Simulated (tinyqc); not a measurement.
Worked calculation: band-to-band tunnelling across a p-n junction in a two-band chain. Values are carried at full precision from step to step, so a last printed digit may differ when a step is redone from the rounded ones.

Sites alternate A at -Eg/2 and C at +Eg/2 with hopping -t; near the edges, with k counted from the zone boundary pi/a, E^2 = (Eg/2)^2 + (t a k)^2, so t = sqrt(c Eg/m)/a gives the mass m, c = hbar^2/2m0. In the gap cosh(q a) = 1 + (Eg^2/4 - e^2)/(2 t^2), e the energy from the local mid-gap. The potential is V0 = Eg + ov on the p side (left), 0 on the n side, and falls linearly over the 2N sites of the junction, V_j = V0 (1 - j/(2N + 1)), j = 1 to 2N, site 1 being A. E = Eg/2 + x ov. A half chain that ends on a site of level e1 with neighbour e2 has g = (1 + z)/(E - e1), z = exp(-/+ i k a) the root with Im g < 0, cos(k a) = (E - e1)(E - e2)/(2 t^2) - 1. S_L = t^2 g (ending on C, shifted by V0), S_R = t^2 g (starting on A). T = 4 Im(S_L) Im(S_R) |G_(1,2N)|^2.

Constants: hbar^2/2m0 = 3.80998211 eV angstrom^2.

Inputs chosen for the exercise (gap and mass near those of GaSb; the results hold for these values, not for the real material): Eg = 0.719 eV (gap); m = 0.0444 m0 (mass of electron and light hole); a = 5 angstrom (period (two sites)); ov = 0.27 eV (overlap: top of the valence band on the p side above the conduction edge on the n side); N = 3 (periods in the small junction); x = 0.52 (energy above the n-side conduction edge, as a share of ov).

## Hopping, field and tunnelling length

Form t, V0, E, the field F = V0/((2N + 1) a/2) (1 V/angstrom = 100 MV/cm) and the length Eg/F over which E lies in the gap.

t = 1.5710 eV
V0 = 0.9890 eV
E = 0.4999 eV
F = 5.651 MV/cm
tunnelling length = 12.72 angstrom

So short a junction keeps the matrix small; its field is above the 1 to 3 MV/cm of tunnel diodes.

## Self-energies of the two sides

Form cos(k a) and S for each side.

cos(k a): left -0.977718, right -0.975554

S_L, S_R (eV): [-0.06480-0.61050i, 0.07020-0.63107i]

## Recursive Green function

g_1 = 1/(E - e_1 - S_L); g_j = 1/(E - e_j - t^2 g_(j-1)), with S_R also subtracted at the last site; G_1j = G_1(j-1) (-t) g_j, G_11 = g_1; e_j is the site level plus V_j. The self-energies stand in the order S_L, S_R.

Sweep:
```
j  e_j (eV)       g_j (1/eV)      G_1j (1/eV)
1    0.4882   0.2020-1.6127i   0.2020-1.6127i
2    1.0659  -0.0627-0.2345i   0.6140-0.0845i
3    0.2056   0.8370-1.0786i  -0.6641+1.1514i
4    0.7834  -0.1864-0.2112i  -0.5765+0.1168i
5   -0.0769   0.7699-0.3871i   0.6262-0.4918i
6    0.5008  -0.3079-0.2478i   0.4943+0.0059i
```

T = 0.3766

## WKB for the same field

T = exp(-2 I/F), I = integral of q de across the gap. Continuum: q = sqrt(Eg^2/4 - e^2)/(t a), I = pi Eg^2/(8 t a). Lattice: q from the cosh formula, 12 Gauss-Legendre points in u with e = (Eg/2) sin(u), u from -pi/2 to pi/2. F in V/angstrom is the value in MV/cm over 100.

I (eV/angstrom): continuum 0.025845, lattice 0.025803

T by WKB: continuum 0.4007, lattice 0.4013

The chain gives 0.3766, 0.939 times the lattice WKB value; the exponent is only 0.91, and reflections at the two kinks of the potential count.

## Checks

- G_(1,2N) from the sweep against inversion of the whole matrix (size): both 0.49437.

tinyqc: `OMP_NUM_THREADS=1 python tinyqc.py 1481370 1481371 out.jsonl`; about 0.01 s, one thread, shared Intel(R) Xeon(R) Processor @ 2.30GHz.
